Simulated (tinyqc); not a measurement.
Competing polymorphs of an oxide film: bulk, surface, grain-boundary, dopant and field terms: one step, computed by the program tinyqc.

Phases: monoclinic m (reference), polar orthorhombic o, tetragonal t. Free energies per formula unit (f.u.); 1 J/m^2 x angstrom^3/nm = 6.241509 meV.

Question. Free energies of the grain. Area per volume: A = 2/h + f_b/R (two free faces; the side wall 2/R is shared by two grains and carries f_b gamma); G = b + gamma Omega A.

Inputs (values chosen for the exercise, for a model oxide): surface energy of m = 3.12 J/m^2; surface energy of o = 2.53 J/m^2; surface energy of t = 2.36 J/m^2; grain-boundary energy over surface energy = 0.67; volume per formula unit Omega = 33.1 angstrom^3; film thickness h = 28 nm; grain radius R = 14 nm; temperature T = 300 K.

Geometry: columnar grains in a film.

b (meV/f.u.): m 0.00, o 59.46, t 41.20

Give: area per volume A; G less G(m); G(o) - G(m); G(t) - G(o).

Answer.

area per volume A = 0.1193 1/nm

G less G(m) (meV/f.u.): m 0.00, o 44.92, t 22.47

G(o) - G(m) = 44.92 meV/f.u.

G(t) - G(o) = -22.45 meV/f.u.

The lowest phase is m, by 22.5 meV/f.u. over t, as in the bulk terms. Caution: this is an equilibrium ranking; real films often keep the phase that nucleates first on cooling from t.
